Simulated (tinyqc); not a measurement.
CMOS latch-up, two-transistor model: effect of the current gain of the pnp.

A parasitic pnp (emitter at Vdd, base shunted by Rw) and npn (emitter at ground, base shunted by Rs) feed each other: the npn collector current flows out of the pnp base node, the pnp collector current into the npn base node. Forward-active transistors with constant gains: Icn = Isn exp(Vn/Vt), Icp = Isp (exp(Vp/Vt) - 1). A current Ii is injected into the npn base node.

Node equations: Vp/Rw + Icp/bp = Icn and Vn/Rs + Icn/bn = Icp + Ii. Loop gain G = gn gp/[(1/Rw + gp/bp)(1/Rs + gn/bn)], gn = Icn/Vt, gp = (Icp + Isp)/Vt; the off state ends where G = 1, and Ii there is the trigger current. On state with both base-emitter voltages at Von: npn base current Ib = (Von/Rs + bp Von/Rw)/(bn bp - 1), holding current Ih = (bn + 1) Ib + Von/Rs, holding voltage Vh = Vsat + Von + R2 (Ib + Von/Rs).

Parameters, values chosen for the exercise; values close to those of bulk CMOS: temperature T = 250 K; current gain of the npn bn = 20.4; saturation current of the npn at T Isn = 8.3e-19 A; saturation current of the pnp at T Isp = 1.6e-19 A; substrate resistance shunting the npn Rs = 230 ohm; well resistance shunting the pnp Rw = 3700 ohm; resistance from the pnp collector to the npn base R2 = 510 ohm; base-emitter voltage in the on state Von = 0.75 V; saturation voltage Vsat = 0.07 V; supply voltage Vdd = 1.2 V.

Constants: q = 1.602176634e-19 C, kB = 1.380649e-23 J/K, Vt = kB T/q. Results are converted to the units shown.

Effect of the current gain of the pnp:

| bp | Vn at trigger (V) | trigger current (mA) | Ih (mA) | Vh (V) |
|---|---|---|---|---|
| 0.062 | 0.79076 | 3.3569 | 267.81 | 8.7876 |
| 0.13 | 0.75144 | 3.1985 | 45.844 | 3.4979 |
| 0.28 | 0.72933 | 3.1291 | 18.328 | 2.8421 |
| 0.59 | 0.71495 | 3.1031 | 9.8160 | 2.6393 |
| 1.3 | 0.71185 | 3.0985 | 6.2163 | 2.5535 |
| 2.7 | 0.71132 | 3.0974 | 4.7678 | 2.5190 |
| 5.7 | 0.71113 | 3.0970 | 4.0807 | 2.5026 |
| 12 | 0.71105 | 3.0968 | 3.7606 | 2.4950 |

What does the comparison show?

As bp goes from 0.062 to 12, the trigger current falls from 3.36 to 3.10 mA, Ih falls from 268 to 3.76 mA and Vh falls from 8.79 to 2.49 V. Vh exceeds the supply Vdd = 1.2 V, which then cannot sustain a latched state, in 8 of the 8 rows. For bp = 0.029 the product of the gains is about one or less, so there is no latched state. For bp = 0.062 the holding current passes 50 mA, where high injection lowers the gains. For bp = 0.062, 0.13 Vn at the trigger exceeds the fixed Von of the on-state formulas, so Ih and Vh are too low there.

Program tinyqc, `OMP_NUM_THREADS=1 python tinyqc.py 2670043 2670044 out.jsonl`; Intel Xeon 2.30GHz, shared host, one thread, about 0.04 s.
